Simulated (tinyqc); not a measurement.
# Band offsets of oxides on a semiconductor by the charge-neutrality-level model, step by step

tinyqc, about 0.01 s, one thread, Intel Xeon 2.30GHz (shared host): `OMP_NUM_THREADS=1 python tinyqc.py 2410088 2410089 out.jsonl` Printed values are rounded.

Each material has a charge-neutrality level at the depth Phi = chi + Eg - CNL below vacuum. For oxide B on semiconductor A, dEc = (chiA - PhiA) - (chiB - PhiB) + S (PhiA - PhiB), dEv = EgB - EgA - dEc, with the pinning factor S = 1/(1 + 0.1 (eps_inf - 1)^2) of the oxide. S = 1 is the affinity rule, S = 0 aligns the two levels.

Parameters, values chosen for the exercise; substrate values close to those of germanium:
- EgA = 0.67 eV (gap of the semiconductor)
- chiA = 4.05 eV (its electron affinity)
- cA = 0.1 eV (its charge-neutrality level above the valence edge)

Range of the model: The model ignores the chemistry of the actual interface, which can move offsets by several tenths of an eV.

## One oxide

oxide values (close to hafnium oxide): Eg (eV) 6.06, chi (eV) 2.37, CNL (eV) 3.69, eps_inf 3.89

Depths of both levels, S and the two offsets.

PhiA = 4.62 eV
PhiB = 4.74 eV
S = 0.544897
dEc = 1.73461 eV
dEv = 3.65539 eV

The limits are dEc = 1.68 eV (S = 1) and 1.80 eV (S = 0).

## Oxides compared

Oxides (values chosen for the exercise, close to those of the materials named):
```
                 Eg (eV)  chi (eV)  CNL above Ev (eV)  eps_inf
silicon dioxide     8.95      0.88                4.6      2.2
silicon nitride     5.21      2.15               2.68     4.17
aluminium oxide     8.63      0.98               5.56     3.48
hafnium oxide       6.06      2.37               3.69     3.89
zirconium oxide     5.78      2.43               3.58     4.91
titanium oxide      3.18      3.98               2.17     7.57
tantalum oxide      4.52      3.34               3.34     4.81
```

The same for each oxide, with both limits.

Offsets:
```
                      S  dEc (eV)  dEv (eV)  dEc, S = 1 (eV)  dEc, S = 0 (eV)
silicon dioxide  0.8741     3.247     5.033            3.170            3.780
silicon nitride  0.4988     1.930     2.610            1.900            1.960
aluminium oxide  0.6192     2.853     5.107            3.070            2.500
hafnium oxide    0.5449     1.735     3.655            1.680            1.800
zirconium oxide  0.3954     1.626     3.484            1.620            1.630
titanium oxide   0.1881    0.3704     2.140          0.07000           0.4400
tantalum oxide   0.4079    0.6508     3.199           0.7100           0.6100
```

Both offsets exceed 1 eV for: silicon dioxide, silicon nitride, aluminium oxide, hafnium oxide, zirconium oxide. dEc falls short for: titanium oxide, tantalum oxide. The choice of S matters most for silicon dioxide, where the limits differ by 0.610 eV.
